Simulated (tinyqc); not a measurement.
# Bulk transistor, scale length and short-channel effects: effects of single changes

A gate, an insulator of thickness ti and a depleted layer of depth ts on a conducting body. Below threshold the potential that source and drain add obeys Laplace's equation and vanishes on the gate and at the bottom of the depleted layer. Its lowest mode decays along the channel as exp(-k y); k is the smallest positive root of the matching condition at the interface, and the scale length is Lambda = pi/k.

Parameters, values chosen for the exercise; permittivities: semiconductor close to that of germanium, insulator close to that of zirconium oxide:
```
symbol  value  unit                                     meaning
T         300     K                                 temperature
eps_r    15.8        relative permittivity of the semiconductor
ei       24.8            relative permittivity of the insulator
ti          3    nm                         insulator thickness
ts         28    nm                             depletion depth
L          67    nm                              channel length
Vbi      1.04     V                     potential of the source
sT       0.41     V   potential of the barrier top at threshold
Vds         1     V                               drain voltage
```

Constants: q = 1.602176634e-19 C, kB = 1.380649e-23 J/K, Vt = kB T/q. Results are converted to the units shown.

Each table varies one quantity; the others keep the values above.

## Effect of the drain voltage

k is the smallest positive root of f(k) = eps_r sin(k ti) cos(k ts) + ei cos(k ti) sin(k ts). Along the channel psi(y) = s + a exp(y/l) + b exp(-y/l) with psi(0) = Vbi, psi(L) = Vbi + Vds and l = 1/k = Lambda/pi; with A = Vbi - s, B = A + Vds, x = exp(-L/l): a = (B - A x) x/(1 - x^2), b = (A - B x)/(1 - x^2). The minimum is s + 2 sqrt(a b), at y = (l/2) ln(b/a). The long-channel potential follows the gate as s = sT + (Vg - VTL)/m, and the threshold VT is the gate voltage at which the minimum equals sT. Swing = m Vt ln 10/g at threshold, g = d(minimum)/ds = 1 - (b x + a)/((1 + x) sqrt(a b)). DIBL = [VT(0.05 V) - VT(Vds)]/(Vds - 0.05 V). sT and Vbi are held fixed; m = 1 + eps_r ti/(ei ts) in each row.

The same in every row: Lambda (nm) = 29.95; L/Lambda = 2.237.

Results:
```
Vds (V)  VT - VTL at Vds (mV)  DIBL (mV/V)  swing (mV/decade)
0.2                    -48.90        31.07              67.65
0.35                   -53.18        29.80              67.71
0.5                    -57.16        28.72              67.78
0.65                   -60.91        27.78              67.85
0.95                   -67.83        26.22              68.02
1.1                    -71.07        25.56              68.11
```

Estimate the missing row, Vds = 0.8 V.

Computed row:
```
Vds (V)  VT - VTL at Vds (mV)  DIBL (mV/V)  swing (mV/decade)
0.8                    -64.45        26.96              67.94
```

With this row back in the table: As Vds goes from 0.2 to 1.1 V, Lambda stays at 29.9 nm, DIBL falls from 31.1 to 25.6 mV/V and the swing rises from 67.6 to 68.1 mV a decade.

## Effect of the relative permittivity of the insulator

Same model as above.

Results:
```
ei   Lambda (nm)  L/Lambda  VT - VTL at Vds (mV)  DIBL (mV/V)  swing (mV/decade)
3.9        37.62     1.781                -203.5        77.53              98.38
5.7        35.29     1.899                -149.4        56.73              86.80
12         31.87     2.102                -92.45        34.95              73.89
18         30.65     2.186                -76.95        29.04              70.10
27         29.79     2.249                -67.25        25.35              67.61
40         29.22     2.293                -61.27        23.08              66.01
```

Estimate the missing row, ei = 8.5.

Computed row:
```
ei   Lambda (nm)  L/Lambda  VT - VTL at Vds (mV)  DIBL (mV/V)  swing (mV/decade)
8.5        33.25     2.015                -112.8        42.74              78.65
```

With this row back in the table: As ei goes from 3.9 to 40, Lambda falls from 37.6 to 29.2 nm, DIBL falls from 77.5 to 23.1 mV/V and the swing falls from 98.4 to 66.0 mV a decade. On average Lambda goes as ei^(-0.11).

Numbers from tinyqc (`OMP_NUM_THREADS=1 python tinyqc.py 2420081 2420082 out.jsonl`; about 0.01 s on one thread of a shared Intel Xeon 2.30GHz).
